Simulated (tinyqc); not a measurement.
Equal gaps, different models: fitting sp3s* parameters to three gaps by Newton steps.

sp3s* tight binding, nearest neighbours only: anion (a) at 0, cation (c) at a/4 (1,1,1), orbitals s, px, py, pz, s* on each; k in units of 2 pi/a. With phases e_j = exp(i (pi/2) k.n_j) for n = (1,1,1), (1,-1,-1), (-1,1,-1), (-1,-1,1): g0 = (e1+e2+e3+e4)/4, g1 = (e1+e2-e3-e4)/4, g2 = (e1-e2+e3-e4)/4, g3 = (e1-e2-e3+e4)/4. The diagonal holds the levels Esa, Epa, Exa (s*) and Esc, Epc, Exc. Anion-cation block: <sa|sc> = Vss g0; <sa|xc> = Vsapc g1; <xa|sc> = -Vscpa g1; <xa|xc> = Vxx g0; <xa|yc> = <ya|xc> = Vxy g3, <xa|zc> = <za|xc> = Vxy g2, <ya|zc> = <za|yc> = Vxy g1; <s*a|xc> = Vxapc g1; <xa|s*c> = -Vpaxc g1; y and z take g2 and g3 in place of g1; s-s* and s*-s* vanish.

Gaps are level 5 at Gamma, X = (1,0,0) and L = (1/2,1/2,1/2) less level 4 at Gamma; no spin-orbit coupling. Free parameters: Esc, Vxapc and Vpaxc. H is linear in them, so by Hellmann-Feynman J_ij = <u|dH/dp_j|u> for level 5 at point i less the same for level 4 at Gamma. Newton: p(new) = p + J^-1 (target - gaps); stop when all misses are below 1e-7 eV.

Constants: hbar^2/2m0 = 3.80998211 eV angstrom^2.

Values chosen for the exercise (out of a larger set: near a published set for InP, fitted to gaps, whose masses and valley positions are rough; not measured data): p = (-8.552, 0.88, -1.488, 4.032, 8.224, 7.02, -5.41, 1.873, 4.225, 2.202, 5.609, 3.449, 4.492) eV (start, order Esa, Epa, Esc, Epc, Exa, Exc, Vss, Vxx, Vxy, Vsapc, Vscpa, Vxapc, Vpaxc); tg = (1.662, 2.3457, 1.9779) eV (target gaps at Gamma, X, L); a = 5.872 angstrom (lattice constant).

The same three targets are met with other triples of free parameters (those for which Newton converges within 3 eV of the start). Not fitted: level 5 at K = (3/4,3/4,0) above Ev, the spacing of levels 6 and 5 at X, the depth of level 2 at X below Ev, the valence width at Gamma, and the mass c q^2/(E(q) - E(0)) of level 5 along [100], q = 0.002 (2 pi/a), c = hbar^2/2m0.

Unfitted results:
```
free parameters    largest change (eV)  K (eV)  X spacing (eV)  level 2 at X (eV)  valence width (eV)  mass (m0)
start                            0.000   2.351           0.543              6.676              11.489     0.1243
Vss, Vxapc, Vpaxc                0.872   2.326           1.135              6.451              11.718     0.1519
Esc, Vxapc, Vpaxc                0.295   2.318           0.784              6.502              11.423     0.1477
Vss, Vsapc, Vpaxc                1.588   2.330           1.586              6.304              11.718     0.1571
Esa, Vxapc, Vscpa                0.955   2.316           0.742              6.865              10.764     0.1426
Vss, Exa, Exc                    2.623   2.326           1.291              6.572              11.718     0.1519
Esc, Vsapc, Exc                  1.872   2.325           1.256              6.445              11.423     0.1525
```

What can be read from this table?

All fitted rows have the same three gaps, yet they spread by 14 meV at K, 843 meV in the X spacing, 561 meV in level 2 at X, 955 meV in the valence width and 9.6 % in the mass. The smallest change of parameters, 0.295 eV, is that of Esc, Vxapc, Vpaxc. A fit fixes what it was given and leaves the rest to the choice of free parameters.

tinyqc: `OMP_NUM_THREADS=1 python tinyqc.py 1481052 1481053 out.jsonl`; about 0.1 s, one thread, shared Intel(R) Xeon(R) Processor @ 2.30GHz.
